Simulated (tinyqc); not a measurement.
Inside a calculation. Method: plane-wave Kohn-Sham cycle with exchange-only LDA in a layered model solid. Computed by tinyqc, a small Python program that keeps every step. Settings: points = 16, plane-wave index or count = 2, electrons = 2, k points = 3, area = 25.0, mixing = 0.8, iteration cap = 53, Pulay depth = 3. Command: `OMP_NUM_THREADS=1 python tinyqc.py 24334 24335 out.jsonl` (the two numbers bound the seeds that draw the settings). One thread of a shared host (Intel(R) Xeon(R) Processor @ 2.60GHz), about 0.01 s of CPU time with the checks. Later iterations appear only in the table of the cycle.

## Iteration 1: potential

A solid whose potential varies along x alone (atomic units):
```
parameter                      value
period a                    9.100000
cross-section of the cell  25.000000
electrons per cell                 2
grid points                       16
plane waves -n..n, n               2
k points                           3
V1 in V1 cos(2 pi x/a)     -0.440000
```

density at the start, on the grid x_j = j a/N (e/bohr^3): 0.00879121  0.00879121  0.00879121  0.00879121  0.00879121  0.00879121  0.00879121  0.00879121  0.00879121  0.00879121  0.00879121  0.00879121  0.00879121  0.00879121  0.00879121  0.00879121

V_H(G) = 4 pi rho(G)/G^2 for G != 0 (uniform background); v_x = -(3 rho/pi)^(1/3); V = V_ext + V_H + v_x; Fourier components f(G_m) = (1/N) sum_j f(x_j) exp(-i G_m x_j).

Potentials on the grid (hartree):
```
x             V_ext       V_H        v_x          V
0.000000  -0.440000  0.000000  -0.203239  -0.643239
0.568750  -0.406507  0.000000  -0.203239  -0.609746
1.137500  -0.311127  0.000000  -0.203239  -0.514366
1.706250  -0.168381  0.000000  -0.203239  -0.371620
2.275000          0  0.000000  -0.203239  -0.203239
2.843750   0.168381  0.000000  -0.203239  -0.034858
3.412500   0.311127  0.000000  -0.203239   0.107888
3.981250   0.406507  0.000000  -0.203239   0.203268
4.550000   0.440000  0.000000  -0.203239   0.236761
5.118750   0.406507  0.000000  -0.203239   0.203268
5.687500   0.311127  0.000000  -0.203239   0.107888
6.256250   0.168381  0.000000  -0.203239  -0.034858
6.825000          0  0.000000  -0.203239  -0.203239
7.393750  -0.168381  0.000000  -0.203239  -0.371620
7.962500  -0.311127  0.000000  -0.203239  -0.514366
8.531250  -0.406507  0.000000  -0.203239  -0.609746
```

V(G_m), m = 0, 1, 2, ... (hartree): -0.203239  -0.220000  0.000000  0.000000  0.000000

## Iteration 1: Hamiltonian at one k

k = 0.000000 2 pi / a

H(m,m') = (k + G_m)^2/2 delta + V(G_m - G_m'), with V(-G) = V(G).

H (hartree), lower triangle:
```
           -2         -1         +0         +1        +2
-2   0.750231
-1  -0.220000   0.035129
+0   0.000000  -0.220000  -0.203239
+1   0.000000   0.000000  -0.220000   0.035129
+2   0.000000   0.000000   0.000000  -0.220000  0.750231
```

## Iteration 1: levels at that k

Diagonalise the Hermitian matrix.

eigenvalues (hartree): -0.430949  -0.027133  0.192756  0.812493  0.820314

## Iteration 1: new density

Motion across x is left out: the lowest 1 band(s) hold two electrons at each of the k points (j + 1/2)/nk - 1/2. Residual R = rho(out) - rho(in); rho(new) = rho(in) + 0.8 R. rho(out) = 2/(a A nk) sum |psi|^2 with psi = sum c exp(i G x). Harris energy E = band energy - dV sum rho (V_H/2 + v_x) + (3/4) dV sum rho v_x with rho(in), dV = a A/N, band energy = (2/nk) sum of the filled levels.

rho(out) (e/bohr^3): 0.02809346  0.02481085  0.01704227  0.00904420  0.00369786  0.00119250  0.00033843  0.00011729  0.00007908  0.00011729  0.00033843  0.00119250  0.00369786  0.00904420  0.01704227  0.02481085

density after iteration 1 (e/bohr^3): 0.02423301  0.02160692  0.01539206  0.00899360  0.00471653  0.00271224  0.00202899  0.00185207  0.00182150  0.00185207  0.00202899  0.00271224  0.00471653  0.00899360  0.01539206  0.02160692

energy per cell = -0.75820689 hartree

## Iteration 2: potential

As before.

Potentials on the grid (hartree):
```
x             V_ext        V_H        v_x          V
0.000000  -0.440000   0.302312  -0.284966  -0.422654
0.568750  -0.406507   0.271849  -0.274276  -0.408934
1.137500  -0.311127   0.190539  -0.244957  -0.365545
1.706250  -0.168381   0.082436  -0.204787  -0.290731
2.275000          0  -0.027250  -0.165145  -0.192395
2.843750   0.168381  -0.121162  -0.137330  -0.090111
3.412500   0.311127  -0.190805  -0.124667  -0.004345
3.981250   0.406507  -0.233123  -0.120932   0.052451
4.550000   0.440000  -0.247280  -0.120263   0.072457
5.118750   0.406507  -0.233123  -0.120932   0.052451
5.687500   0.311127  -0.190805  -0.124667  -0.004345
6.256250   0.168381  -0.121162  -0.137330  -0.090111
6.825000          0  -0.027250  -0.165145  -0.192395
7.393750  -0.168381   0.082436  -0.204787  -0.290731
7.962500  -0.311127   0.190539  -0.244957  -0.365545
8.531250  -0.406507   0.271849  -0.274276  -0.408934
```

V(G_m), m = 0, 1, 2, ... (hartree): -0.184339  -0.125750  0.004315  0.002079  0.000299

## Iteration 2: Hamiltonian at one k

k = 0.000000 2 pi / a

As before.

H (hartree), lower triangle:
```
           -2         -1         +0         +1        +2
-2   0.769131
-1  -0.125750   0.054029
+0   0.004315  -0.125750  -0.184339
+1   0.002079   0.004315  -0.125750   0.054029
+2   0.000299   0.002079   0.004315  -0.125750  0.769131
```

## Iteration 2: levels at that k

As before.

eigenvalues (hartree): -0.280973  0.027667  0.132726  0.790879  0.791683

## Iteration 2: new density

B (overlaps of the stored error matrices):
```
               1              2
1  1.5587621e-03  6.0804190e-05
2  6.0804190e-05  1.5426612e-05
```

Motion across x is left out: the lowest 1 band(s) hold two electrons at each of the k points (j + 1/2)/nk - 1/2. Residual R = rho(out) - rho(in); rho(new) = rho(in) + 0.8 R; Pulay mixing then takes sum c_i of the stored mixed densities, with c from B_ij = sum R_i R_j as in DIIS. rho(out) = 2/(a A nk) sum |psi|^2 with psi = sum c exp(i G x). Harris energy E = band energy - dV sum rho (V_H/2 + v_x) + (3/4) dV sum rho v_x with rho(in), dV = a A/N, band energy = (2/nk) sum of the filled levels.

rho(out) (e/bohr^3): 0.02383603  0.02172286  0.01645495  0.01039651  0.00553598  0.00255065  0.00108270  0.00049481  0.00034640  0.00049481  0.00108270  0.00255065  0.00553598  0.01039651  0.01645495  0.02172286

DIIS coefficients: -0.031239  1.031239

density after iteration 2 (e/bohr^3): 0.02390550  0.02170257  0.01626893  0.01015099  0.00539257  0.00257893  0.00124831  0.00073234  0.00060456  0.00073234  0.00124831  0.00257893  0.00539257  0.01015099  0.01626893  0.02170257

energy per cell = -0.60280755 hartree

## Convergence

Stop when sqrt(dV sum R^2) is below 1e-8, dV = a A/N.

Course of the cycle:
```
iteration  E (hartree)  norm of the residual
1          -0.75820689              1.49e-01
2          -0.60280755              1.48e-02
3          -0.60299706              3.94e-03
4          -0.60304774              3.19e-04
5          -0.60304735              1.42e-05
6          -0.60304735              5.88e-07
7          -0.60304735              1.31e-07
8          -0.60304735              2.26e-08
9          -0.60304735              3.40e-10
```

Converged in 9 iterations. Before convergence this energy mixes input and output and is not variational, so it may rise towards its limit.
